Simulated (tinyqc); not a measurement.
# Worked calculation: carrier lifetime of a p-type layer with SRH, radiative, Auger and surface recombination

Numbers from tinyqc (`OMP_NUM_THREADS=1 python tinyqc.py 2300017 2300018 out.jsonl`; about 0.01 s on one thread of a shared Intel Xeon 2.30GHz). Printed values are rounded.

Uniform excess density dn = dp (no trapping), n = n0 + dn, p = p0 + dn, Boltzmann statistics, full ionisation. Surfaces enter as a rate 2 S dn/d, which holds while diffusion to them is fast.

Inputs (values chosen for the exercise); band and dielectric values close to those of 4H silicon carbide: temperature T = 350 K; band gap Eg = 3.31 eV; conduction-band density of states at T Nc = 2.18e19 cm^-3; valence-band density of states at T Nv = 3.1e19 cm^-3; radiative coefficient B = 1.48e-12 cm^3/s; acceptor density N = 3.1e15 cm^-3; Auger coefficient (two electrons) Cn = 2.9e-31 cm^6/s; Auger coefficient (two holes) Cp = 1.6e-31 cm^6/s; trap density Nt = 5.7e13 cm^-3; capture cross-section for electrons sn = 2e-15 cm^2; capture cross-section for holes sp = 9e-17 cm^2; thermal velocity (both carriers) vth = 1.6e7 cm/s; trap level below the conduction band Et = 0.73 eV; surface recombination velocity (both faces) S = 6 cm/s; sample thickness d = 20 um; generation rate G = 2.8e19 cm^-3 s^-1.

Constants: q = 1.602176634e-19 C, kB = 1.380649e-23 J/K, Vt = kB T/q. Results are converted to the units shown.

## Equilibrium densities and SRH constants

ni = sqrt(Nc Nv) exp(-Eg/(2 Vt)), Eg in volts; majority density N/2 + sqrt(N^2/4 + ni^2), n0 p0 = ni^2; n1 = Nc exp(-Et/Vt), p1 = Nv exp((Et - Eg)/Vt); tn0 = 1/(sn vth Nt), tp0 = 1/(sp vth Nt).

ni = 3.836701e-5 cm^-3
n0 = 4.748476e-25 cm^-3
p0 = 3.1e15 cm^-3
n1 = 6.713038e8 cm^-3
p1 = 2.192789e-18 cm^-3
tn0 = 5.482456e-7 s
tp0 = 1.218324e-5 s

## Starting value

dn = 3e14 cm^-3.

dn at the start = 3e14 cm^-3

## Iteration 1: new dn

With e = n p - ni^2 = dn (n0 + p0 + dn): U_SRH = e/(tp0 (n + n1) + tn0 (p + p1)), U_rad = B e, U_Aug = (Cn n + Cp p) e, U_s = 2 S dn/d. Newton step on ln U(ln dn) = ln G, U the sum: k = d ln U/d ln dn (central difference over factors 1.0001), dn(new) = dn (G/U)^(1/k).

U_SRH = 1.848156e20 cm^-3 s^-1
U_rad = 1.509600e18 cm^-3 s^-1
U_Aug = 6.436200e14 cm^-3 s^-1
U_s = 1.8e18 cm^-3 s^-1
k = 0.4075171
dn after iteration 1 = 2.799277e12 cm^-3

## Iteration 2: new dn

As before.

U_SRH = 5.005504e18 cm^-3 s^-1
U_rad = 1.285468e16 cm^-3 s^-1
U_Aug = 4.318995e12 cm^-3 s^-1
U_s = 1.679566e16 cm^-3 s^-1
k = 0.9804814
dn after iteration 2 = 1.610736e13 cm^-3

## Course of the iteration

Stop when the step is below 1e-10 of the value, or after 40 iterations.

Course of the iteration:
```
iteration  dn before the step (cm^-3)  step (cm^-3)
1                                3e14      -2.97e14
2                         2.799277e12       1.33e13
3                         1.610736e13       1.00e12
4                         1.710872e13        3.20e9
5                         1.711191e13        3.16e4
6                         1.711191e13         < 1e2
```

Converged in 6 iterations.

## Lifetime, shares and quasi-Fermi splitting

converged dn = 1.711191e13 cm^-3

With e = n p - ni^2 = dn (n0 + p0 + dn): U_SRH = e/(tp0 (n + n1) + tn0 (p + p1)), U_rad = B e, U_Aug = (Cn n + Cp p) e, U_s = 2 S dn/d. tau = dn/U, shares of U, splitting Vt ln(n p/ni^2), radiative efficiency U_rad/U.

tau = 6.111397e-7 s
shares (%): SRH 99.35128, radiative 0.28194, Auger 0.00010, surface 0.36668
quasi-Fermi splitting = 2.608388 V

SRH recombination takes the largest share. dn is 0.0055 times the doping: low injection.
